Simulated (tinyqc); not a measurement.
Inside a calculation: optical transitions of a finite quantum well. Values are carried at full precision from step to step, so a last printed digit may differ when a step is redone from the rounded ones.

Each carrier sees a square well of width L with its own depth V and masses m (inside), mb (outside); c = hbar^2/2m0, k = sqrt(m E/c), kappa = sqrt(mb (V - E)/c), and level n solves k L + 2 atan[(k/m)/(kappa/mb)] = n pi. The envelope is cos(kz) for odd n and sin(kz) for even n inside, joins exp(-kappa (|z| - L/2)) outside, and is normalised to 1. Excitons and band mixing are left out.

Constants: hbar^2/2m0 = 3.80998211 eV angstrom^2; hc = 1239.841984 eV nm; fine-structure constant alpha = 0.007297352564.

Inputs chosen for the exercise (near those of a GaAs well in AlGaAs; shifted at random, so the results belong to these values and not to a real crystal): L = 62 angstrom (well width); Eg = 1.501 eV (gap of the well); Vc = 0.235 eV (conduction offset); Vv = 0.121 eV (valence offset); me = 0.0662 m0 (electron, well); meb = 0.0911 m0 (electron, barrier); mh = 0.333 m0 (heavy hole along z, well); mhb = 0.401 m0 (heavy hole, barrier); ml = 0.0887 m0 (light hole along z, well); mlb = 0.1083 m0 (light hole, barrier); Ns = 2.8 x 1e12/cm^2 (electrons in e1); n_r = 3.33 (refractive index); G = 20 meV (half width of the line).

## Confinement energies

Up to three levels for each carrier.

Levels:
```
level  E (eV)  k (1/angstrom)  kappa (1/angstrom)
e1     0.0577         0.03165             0.06512
e2     0.2085         0.06019             0.02517
hh1    0.0161         0.03756             0.10506
hh2    0.0626         0.07396             0.07841
hh3    0.1207         0.10272             0.00530
lh1    0.0383         0.02987             0.04848
lh2    0.1203         0.05292             0.00451
```

## Interband transitions

From e1 and e2 to each hole level: E = Eg + E_e + E_h, wavelength hc/E, squared overlap of the envelopes, and the strength |<S|p|v>|^2 in units of P^2 at the subband edge: overlap^2 times 1/2 (hh) or 1/6 (lh) for light polarised in the plane (TE), times 0 (hh) or 2/3 (lh) along z (TM).

Transitions:
```
pair    E (eV)  wavelength (nm)  overlap^2      TE      TM
e1-hh1  1.5748            787.3     0.9770  0.4885  0.0000
e1-lh1  1.5970            776.4     0.9928  0.1655  0.6619
e1-hh2  1.6212            764.7     0.0000  0.0000  0.0000
e1-lh2  1.6789            738.5     0.0000  0.0000  0.0000
e1-hh3  1.6794            738.3     0.0105  0.0053  0.0000
e2-hh1  1.7256            718.5     0.0000  0.0000  0.0000
e2-lh1  1.7478            709.4     0.0000  0.0000  0.0000
e2-hh2  1.7721            699.7     0.7821  0.3910  0.0000
e2-lh2  1.8298            677.6     0.5295  0.0882  0.3530
e2-hh3  1.8302            677.4     0.0000  0.0000  0.0000
```

The edge is e1-hh1 at 787 nm. Pairs of opposite parity vanish exactly; e1-hh3 is allowed by parity and reaches 0.0105, only because the two envelopes leak differently into the barriers.

## Intersubband transitions from e1

z_1j = <1|z|j>; 1/m1 = <1|1/m|1>; f_1j = (m1/c)(E_j - E_1) z_1j^2, which sums to 1 over all bound and continuum states.

Transitions:
```
pair  E (meV)  wavelength (micrometre)  |z| (angstrom)        f
1-2    150.83                    8.220          18.521  0.92279
```

m1 = 0.06795 m0
sum of f over bound states = 0.9228

The continuum carries the remaining 0.0772. With hard walls z_12 = 16 L/(9 pi^2) = 11.17 angstrom and f_12 = 256/(27 pi^2) = 0.9607.

## Absorption of one well

For light polarised along z (a real waveguide or Brewster geometry adds an angle factor), with all electrons in e1 and none in e2, the peak fractional absorption is 4 pi alpha Ns c f_12/(n_r m1 G) and the area under the Lorentzian line is pi G times that, c = hbar^2/2m0; 1e12/cm^2 = 1e-4/angstrom^2. EF - E1 = 2 pi c Ns/m1 at zero temperature.

peak absorption = 1.995 %
area = 125.33 % meV
EF - E1 = 98.6 meV

EF lies below e2, as assumed.

## Checks

- Sum of f over all levels of a difference grid (60 cells across the well) against 1: 0.999 against 1.000.

Computed by tinyqc, a small Python program: `OMP_NUM_THREADS=1 python tinyqc.py 1251534 1251535 out.jsonl` (the numbers bound the seed that draws the inputs); one thread of a shared host (Intel(R) Xeon(R) Processor @ 2.30GHz), about 0.1 s for the whole set of steps.
